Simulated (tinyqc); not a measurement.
# Sub-threshold conduction and electro-thermal threshold of an amorphous chalcogenide, step by step

Computed by the program tinyqc: `OMP_NUM_THREADS=1 python tinyqc.py 2490010 2490011 out.jsonl`, one thread of a shared Intel Xeon 2.30GHz, about 0.01 s for the whole run. Printed values are rounded.

Trap-limited conduction: I = I0 exp(-Ea/kB T) sinh(q V dz/(2 ua kB T)), I0 = 2 q A Nt dz/ta. One lumped temperature T = T0 + Rt I V. The threshold is the largest V for which a steady state exists on the low-current branch.

Parameters, values chosen for the exercise; values of the order of Ge-Sb-Te and related chalcogenides: ambient temperature T0 = 358 K; cross-section A = 420 nm^2; amorphous thickness ua = 23 nm; distance between traps dz = 8 nm; activation energy Ea = 0.3 eV; trap density Nt = 1.6e19 cm^-3; attempt time ta = 1e-15 s; thermal resistance Rt = 6.8 K/uW; voltage across the amorphous layer V = 0.481 V.

Constants: q = 1.602176634e-19 C, kB = 1.380649e-23 J/K. Results are converted to the units shown.

Range of the model: Purely electronic switching mechanisms, filaments and series resistance are left out.

## Isothermal quantities

I0, the low-field resistance 2 ua kB T0 exp(Ea/kB T0)/(q dz I0), the slope voltage V0 = 2 ua kB T0/(q dz), and I at V without heating.

I0 = 17.2266 mA
low-field resistance = 0.172188 Mohm
V0 = 0.177388 V
I without heating = 7.71955 uA

## Iteration 1: self-heating

T at the start = 358 K

I at the present T, then T(new) = T0 + Rt I V.

I = 7.71955 uA
T after iteration 1 = 383.249 K

## Iteration 2: self-heating

As before.

I = 12.2298 uA
T after iteration 2 = 398.001 K

## Course of the iteration

Stop when T changes by less than 1e-7 K; give up above 900 K or after 200 iterations.

Course of the iteration:
```
iteration  T(new) (K)   I (uA)  change (K)
1             383.249  7.71955        25.2
2             398.001  12.2298        14.8
3             408.928  15.5704        10.9
4             418.213  18.4092        9.29
5             426.939  21.0771        8.73
6             435.863  23.8055        8.92
7             445.734  26.8234        9.87
8             457.549  30.4355        11.8
9             472.955  35.1457        15.4
10            495.155  41.9332        22.2
11            531.421  53.0209        36.3
12            601.597  74.4762        70.2
13            774.703  127.401         173
14            1370.57  309.579         596
```

The temperature runs past 900 K in 14 iterations. V exceeds the threshold of 0.4637 V (reached at T = 432.1 K), so no steady state exists on the low branch: this is thermal runaway, not a numerical fault. At V = 0.441 V the same loop settles at 392.9 K; the branch beyond the threshold is reached by fixing T or I instead of V.
